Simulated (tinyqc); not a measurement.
Gain spectrum: optical gain and spontaneous emission in a bulk direct-gap semiconductor.

Parabolic bands, vertical transitions, no excitons. For each hole band j: mr = me mj/(me + mj); joint density of states J_j(E) = (mr/c)^(3/2) sqrt(E - Eg)/(2 pi^2), both spins, c = hbar^2/2m0; averaged matrix element |e.p|^2 = m0 Ep/6; alpha_j(E) = 4 pi^2 alpha_f c Ep J_j/(3 nr E) in 1/angstrom (alpha_f the fine-structure constant, listed as alpha among the constants), times 1e8 for 1/cm.

F_j(eta) = (1/Gamma(j + 1)) integral_0^infinity x^j dx/(1 + exp(x - eta)), which tends to exp(eta) for eta << 0.

Quasi-Fermi levels: n = Nc F_1/2(Fc/kT) and p = Nv F_1/2(Fv/kT), Fc counted up from the conduction edge and Fv down from the valence edge; Nc, Nv from N = 2 (m kB T/(4 pi c))^(3/2) with c = hbar^2/2m0, in 1/angstrom^3; times 1e24 for 1/cm^3, with me and (mhh^(3/2) + mlh^(3/2))^(2/3).

For band j the electron sits at Ee = (E - Eg) mr/me above its edge and the hole at Eh = (E - Eg) mr/mj; fe = 1/(1 + exp((Ee - Fc)/kT)), fh = 1/(1 + exp((Eh - Fv)/kT)); gain g = sum_j alpha_j (fe + fh - 1).

Constants: hbar^2/2m0 = 3.80998211 eV angstrom^2; fine-structure constant alpha = 0.007297352564; kB = 8.617333262e-05 eV/K.

Inputs chosen for the exercise (near those of InP; the results hold for these values, not for the real material):
```
symbol  value    unit    meaning
Eg      1.375    eV      direct gap
me      0.0823   m0      electron mass
mhh     0.604    m0      heavy-hole mass
mlh     0.0871   m0      light-hole mass
Ep      21.1     eV      Kane energy
nr      3.38             refractive index
T       200      K
n       2.2e+18  1/cm^3  injected density, n = p
```

At the density n.

Spectrum:
```
E - Eg (eV)  alpha, empty (1/cm)  fe, heavy  fh, heavy  g (1/cm)
0.005                       2248      0.980      0.261       528
0.010                       3168      0.974      0.254       690
0.020                       4448      0.958      0.241       808
0.030                       5409      0.931      0.228       761
0.045                       6554      0.863      0.211       406
0.060                       7489      0.746      0.194      -368
0.080                       8529      0.514      0.173     -2139
0.100                       9406      0.276      0.154     -4342
0.130                      10511      0.076      0.129     -7160
0.170                      11708      0.011      0.101     -9777
0.220                      12902      0.001      0.073    -11915
```

Fc + Fv = 0.0540 eV

g is positive below E - Eg = 0.0540 eV; the largest value listed is 808 1/cm at 0.020 eV. At 0.220 eV above the gap g is -0.92 times the absorption of the empty crystal, whose limit is -1.

Program tinyqc; command `OMP_NUM_THREADS=1 python tinyqc.py 1682313 1682314 out.jsonl`; about 0.07 s on one thread of a shared Intel(R) Xeon(R) Processor @ 2.30GHz.
